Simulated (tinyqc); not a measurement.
Voltage drop against the resistance from a pad node to the supply.

A grid of 25 by 25 nodes with segments Rx (rows) and Ry (columns); every node draws I1 and the central node kh I1; pads with resistance Rp sit at the nodes whose row and column are multiples of the pitch, counting from 0. The drops u = Vdd - V follow from G u = i, with G the conductance matrix and i the load currents, solved directly. Here the pitch is 4.

Inputs (values chosen for the exercise):
- Vdd = 0.9 V (supply voltage)
- Rx = 0.1 ohm (resistance of a horizontal segment)
- Ry = 0.14 ohm (resistance of a vertical segment)
- kh = 5 (factor on the load at the hot node)
- I1 = 0.54 mA (load current of a node in the large grid)

Voltage drop against the resistance from a pad node to the supply:
columns A: Rp (ohm); B: pads; C: worst drop (mV); D: mean drop (mV); E: largest drop at a pad (mV); F: largest pad current (mA); G: worst drop over Vdd (%)
```
A        B       C       D        E      F        G
0.0066  49  0.4007  0.2998  0.06965  10.55  0.04452
0.013   49  0.4565  0.3465   0.1348  10.37  0.05072
0.027   49  0.5764  0.4480   0.2711  10.04  0.06404
0.053   49  0.7924  0.6350   0.5093  9.609  0.08805
0.11    49   1.245   1.041   0.9924  9.022   0.1383
0.21    49   2.001   1.745    1.777  8.464   0.2223
0.42    49   3.525   3.212    3.328  7.924   0.3917
```

What does the table show?

The worst drop rises from 0.401 to 3.53 mV and the mean drop rises from 0.300 to 3.21 mV. The worst drop goes as Rp^(0.19) between the first two rows and Rp^(0.82) between the last two. The central node is itself a pad.

tinyqc, about 0.2 s, one thread, Intel Xeon 2.30GHz (shared host): `OMP_NUM_THREADS=1 python tinyqc.py 2770175 2770176 out.jsonl`
